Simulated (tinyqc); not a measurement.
Worked calculation: plane-wave Kohn-Sham cycle with exchange-only LDA in a layered model solid. Computed by tinyqc, a small Python program that keeps every step. Settings: points = 16, plane-wave index or count = 3, electrons = 2, k points = 1, area = 10.0, mixing = 1.0, iteration cap = 69, Kerker q0 = 0.84. Command: `OMP_NUM_THREADS=1 python tinyqc.py 26341 26342 out.jsonl` (the two numbers bound the seeds that draw the settings). One thread of a shared host (Intel(R) Xeon(R) Processor @ 2.60GHz), about 0.03 s of CPU time with the checks.

A solid whose potential varies along x alone (atomic units):
```
parameter                      value
period a                   15.200000
cross-section of the cell  10.000000
electrons per cell                 2
grid points                       16
plane waves -n..n, n               3
k points                           1
V1 in V1 cos(2 pi x/a)     -0.650000
```

Stop when sqrt(dV sum R^2) is below 1e-8, dV = a A/N.

Course of the cycle:
```
iteration  E (hartree)  norm of the residual
1            -1.325770              2.48e-01
2            -0.807048              1.38e-01
3            -0.635679              9.73e-02
4            -0.582444              4.41e-02
5            -0.574929              1.23e-02
6            -0.574564              4.11e-03
7            -0.574547              1.90e-03
8            -0.574557              2.92e-03
9            -0.574605              5.58e-03
10           -0.574788              1.12e-02
11           -0.575524              2.12e-02
...                ...                   ...
59           -0.696267              1.71e-01
60           -0.681078              1.72e-01
61           -0.706366              1.72e-01
62           -0.687626              1.71e-01
63           -0.691669              1.75e-01
64           -0.703916              1.70e-01
65           -0.680856              1.71e-01
66           -0.700233              1.76e-01
67           -0.699703              1.70e-01
68           -0.680009              1.71e-01
69           -0.703837              1.74e-01
```

Can the last value be used, and what does the course show?

Not by the stop rule. Not converged within 69 iterations: the residual has stopped falling. Reruns (cap 100 unless said): mixing 0.1: not converged; mixing 0.5, Kerker q0 1.0: converged in 56 (E = -0.57454); mixing 0.3, Pulay depth 5: converged in 36 (E = -0.57454); the original settings with a cap of 400: not converged.
